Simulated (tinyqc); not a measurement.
Junction parameters from two forward currents.

Inverse problem. D(v) = J1 (exp(v/Vt) - 1) + J2 (exp(v/(2 Vt)) - 1). Find J1, J2 and the voltage 2 Vt ln(J2/J1) near which both parts are equal.

Parameters, values chosen for the exercise: temperature T = 300 K.

Constants: q = 1.602176634e-19 C, kB = 1.380649e-23 J/K, Vt = kB T/q. Results are converted to the units shown.

junction voltages (V): [0.33, 0.64]
currents (uA/um): [6.5684753e-6, 0.10959667]

Answer. The current is linear in J1 and J2, so two points give two equations.

J1 = 1.90e-12 uA/um
J2 = 1.00e-8 uA/um
crossover = 0.443 V

tinyqc, about 0.2 s, one thread, Intel Xeon 2.30GHz (shared host): `OMP_NUM_THREADS=1 python tinyqc.py 2182247 2182248 out.jsonl`
